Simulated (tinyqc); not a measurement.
## Electron mobility in a silicon inversion layer, empirical terms and Matthiessen rule: effect of the temperature

Inversion layer of sheet density Ns on a uniformly doped body, under a high-permittivity gate with an interlayer. The mobility terms are empirical power laws with prefactors chosen for the exercise; adding their inverses (Matthiessen) is itself an approximation.

Nc and Nv are given at 350 K and scale as (T/350 K)^1.5; Eg is fixed. ni = sqrt(Nc Nv) exp(-Eg/(2 Vt)), Eg in volts; Ndep = sqrt(2 eps0 eps_r Nb (2 Vt ln(Nb/ni) + Vsb)/q); E = q (Ndep + eta Ns)/(eps0 eps_r), in MV/cm. With t = T/(300 K): muC = Ac (Ns/1e12 cm^-2) t/(Nb/1e17 cm^-3 + Nit/1e11 cm^-2), muP = Ap E^(-1/3) t^(-1.75), muS = As E^(-gs), muR = Ar exp(2 ti/lr)/t; 1/mu is the sum of the inverses.

Inputs (values chosen for the exercise); material values close to those of silicon: band gap Eg = 1.12 eV; relative permittivity of the semiconductor eps_r = 11.8; conduction-band density of states at the reference temperature Nc = 3.49e19 cm^-3; valence-band density of states at the reference temperature Nv = 3.3e19 cm^-3; body doping Nb = 5.5e16 cm^-3; reverse body bias Vsb = 0 V; weight of the inversion charge in the effective field eta = 0.5; phonon-limited mobility at 1 MV/cm and 300 K Ap = 430 cm^2/(V s); roughness-limited mobility at 1 MV/cm As = 1110 cm^2/(V s); exponent of the roughness term gs = 2; Coulomb prefactor Ac = 2900 cm^2/(V s); charge at the interface Nit = 1.1e12 cm^-2; remote-phonon mobility without interlayer Ar = 380 cm^2/(V s); interlayer thickness ti = 0.6 nm; decay length of remote phonons lr = 0.9 nm; inversion density Ns = 2.9e12 cm^-2.

Constants: q = 1.602176634e-19 C, kB = 1.380649e-23 J/K, Vt = kB T/q, eps0 = 8.8541878128e-14 F/cm where lengths are in cm. Results are converted to the units shown.

Result of one run:
```
T (K)  E (MV/cm)  muC (cm^2/(V s))  muP (cm^2/(V s))  muS (cm^2/(V s))  muR (cm^2/(V s))  mu (cm^2/(V s))
160       0.3506             388.3              1832              9030              2703            277.7
```

What becomes of these results when the temperature T is changed from 160 to 350 K, all else the same?

Result of the changed run:
```
T (K)  E (MV/cm)  muC (cm^2/(V s))  muP (cm^2/(V s))  muS (cm^2/(V s))  muR (cm^2/(V s))  mu (cm^2/(V s))
350       0.3335             849.5             473.5              9979              1236            238.2
```

The whole series:
```
T (K)  E (MV/cm)  muC (cm^2/(V s))  muP (cm^2/(V s))  muS (cm^2/(V s))  muR (cm^2/(V s))  mu (cm^2/(V s))
120       0.3535             291.3              3023              8880              3604            240.7
160       0.3506             388.3              1832              9030              2703            277.7
200       0.3474             485.4              1244              9196              2162            291.1
250       0.3431             606.8             845.0              9427              1730            284.4
300       0.3385             728.1             617.0              9687              1442            263.8
350       0.3335             849.5             473.5              9979              1236            238.2
400       0.3281             970.9             376.8           1.031e4              1081            212.5
450       0.3223              1092             308.5           1.068e4             961.1            189.0
```

As T goes from 120 to 450 K, E falls from 0.354 to 0.322 MV/cm and mu goes from 241 through a maximum of 291 (at T = 200 K among the rows listed) to 189 cm^2/(V s). The smallest term is the Coulomb one in the first row and the phonon one in the last. Coulomb scattering weakens and phonon scattering grows with T, hence the maximum. For T = 120 to 160 K dopant freeze-out and degenerate screening, left out here, matter.

tinyqc, about 0.01 s, one thread, Intel Xeon 2.30GHz (shared host): `OMP_NUM_THREADS=1 python tinyqc.py 2510171 2510172 out.jsonl`
